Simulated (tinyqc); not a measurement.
Off-state leakage of single and stacked transistors: leakage components against the temperature.

n-channel devices of unit width. Subthreshold current I(Vg, Vs, Vd) = I0 (T/300 K)^0.5 exp[(Vg - Vs - VT(T) - gb (Vs - Vb) + dd (Vd - Vs))/(nf Vt)] (1 - exp(-(Vd - Vs)/Vt)), VT(T) = VT - cT (T - 300 K). Gate-edge tunnelling Ig (Vd/1 V) exp(ag (Vd - 1 V)), for a gate at 0 V, and band-to-band leakage Ab u exp(-Bb/u), u = Vd - Vb + 1 V, flow at a drain held at V; both are taken as independent of T. In a stack of off transistors (all gates at 0 V) the same subthreshold current passes through each.

One transistor with Vg = Vs = 0, Vd = V; stack factor I(one)/I(two in series).

Parameters, values chosen for the exercise; values of the order met in bulk silicon logic transistors:
```
symbol   value       unit                                             meaning
V          1.1          V                                      supply voltage
VT        0.48          V        threshold at 300 K, zero drain and body bias
cT         0.6       mV/K              fall of the threshold with temperature
I0        0.15      uA/um                       current at threshold at 300 K
nf        1.45                                                   slope factor
dd        0.08                                drain-induced lowering per volt
gb         0.1             rise of the threshold per volt of source-body bias
Ig      0.0009      uA/um                 gate-edge tunnelling current at 1 V
ag         4.4        1/V               exponential slope of the gate current
Ab           2  uA/(um V)      prefactor of band-to-band leakage at the drain
Bb          27          V                             its exponential voltage
Vb        -0.3          V                                        body voltage
```

Constants: q = 1.602176634e-19 C, kB = 1.380649e-23 J/K, Vt = kB T/q. Results are converted to the units shown.

The same in every row: gate edge (nA/um) = 1.537; band-to-band (nA/um) = 0.06244.

Result of one run:
```
subthreshold (nA/um)	total (nA/um)	stack factor	largest part
0.05374	1.653	6.420	gate edge
```

Which temperature T gave this result: 250, 350, 375 or 425 K?

T = 375 K.

The whole series:
```
T (K)	subthreshold (nA/um)	total (nA/um)	stack factor	largest part
250	7.119e-5	1.600	14.50	gate edge
275	4.305e-4	1.600	11.54	gate edge
300	0.001936	1.602	9.571	gate edge
325	0.006931	1.607	8.190	gate edge
350	0.02074	1.620	7.181	gate edge
375	0.05374	1.653	6.420	gate edge
400	0.1239	1.724	5.829	gate edge
425	0.2594	1.859	5.361	gate edge
```

As T goes from 250 to 425, the total leakage rises from 1.60 to 1.86 nA/um. The gate edge part leads at T = 250 and in all other rows. The subthreshold part doubles every 23.5 K between the last two rows. The reduction by a stack of two falls from 14.5 to 5.36, for the subthreshold part alone.

Program tinyqc, `OMP_NUM_THREADS=1 python tinyqc.py 2242131 2242132 out.jsonl`; Intel Xeon 2.30GHz, shared host, one thread, about 0.03 s.
